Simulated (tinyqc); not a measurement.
# Changing the ground-state phonon hbar omega_g

Model: configuration-coordinate model of a defect: Huang-Rhys factor and luminescence line shape. Computed by tinyqc, a small Python program. Command: `OMP_NUM_THREADS=1 python tinyqc.py 3024772 3024773 out.jsonl ccline sweep`. One thread of a shared host (Intel(R) Xeon(R) Processor @ 2.30GHz), about 0.03 s of CPU time with the checks.

Ground state E_g(Q) = (1/2) omega_g^2 Q^2; excited state E_e(Q) = E_0 + (1/2) omega_e^2 (Q - dQ)^2 with omega_e = omega_g and E_0 = E_ZPL. Q is mass-weighted; the dipole does not depend on Q (Condon approximation).

Inputs (values chosen for the exercise, for a model defect): zero-phonon energy E_ZPL = 1.18 eV; displacement dQ = 2.08 u^(1/2) angstrom; temperature T = 300 K.

Modes: equal frequencies in both states.

Constants: hbar^2/u = 4.18015928e-03 eV angstrom^2; k_B = 8.617333262e-05 eV/K.

Method:
- S = hbar omega dQ^2/(2 hbar^2/u) for each state; relaxation energy S hbar omega; absorption at E_0 + S_e hbar omega_e, emission at E_0 - S_g hbar omega_g; the Stokes shift is their difference.
- Overlaps <m_e|n_g> of harmonic-oscillator functions (Hermite recursion, positive leading coefficients) by a sum over an even grid (700 points from x = -9 to 9 + d for the small table, 1500 points from -16 to 16 + d for the thermal sums), with x = Q sqrt(omega_g/hbar), d = sqrt(2 S_g) and frequency ratio omega_e/omega_g.
- Initial levels m = 0..24 carry Boltzmann weights exp(-m hbar omega_e/k_B T), normalised; final levels n = 0..79; a line lies at E_ZPL + m hbar omega_e - n hbar omega_g with weight w_m <m|n>^2. Moments are taken over these weights without the E^3 factor; FWHM = 2 sqrt(2 ln 2) x standard deviation; the zero-phonon weight is the sum of w_m <m|m>^2.

One run for each value:
```
ground-state phonon hbar omega_g (meV)     S_g  Stokes shift (eV)  FWHM from the second moment (eV)  zero-phonon weight
14                                       7.245             0.2029                           0.17259            0.029413
17                                       8.797             0.2991                           0.21074            0.018651
25                                      12.937             0.6469                           0.31599            0.003675
30                                      15.525             0.9315                           0.38496            0.000997
36                                      18.630             1.3413                           0.47159            0.000158
```

Give the missing row, ground-state phonon hbar omega_g (meV) = 20.

Computed row:
```
ground-state phonon hbar omega_g (meV)     S_g  Stokes shift (eV)  FWHM from the second moment (eV)  zero-phonon weight
20                                      10.350             0.4140                           0.24956            0.010865
```

Interpolating between the two neighbouring rows (linearly) misses most in zero-phonon weight, by 20 %. Over the rows, S_g rises from 7.24 to 18.6 (exponent d ln y / d ln x about 1.0 throughout); Stokes shift (eV) rises from 0.203 to 1.34 (exponent d ln y / d ln x about 2.0 throughout); FWHM from the second moment (eV) rises from 0.173 to 0.472 (exponent d ln y / d ln x 1.0 between the first rows and 1.1 between the last). The exponent of S_g stays at 1: S goes as omega at fixed dQ.  Left out: 12.0 (the level sums are not converged). Left out: 44.0 (the relaxation energy takes most of the transition energy).
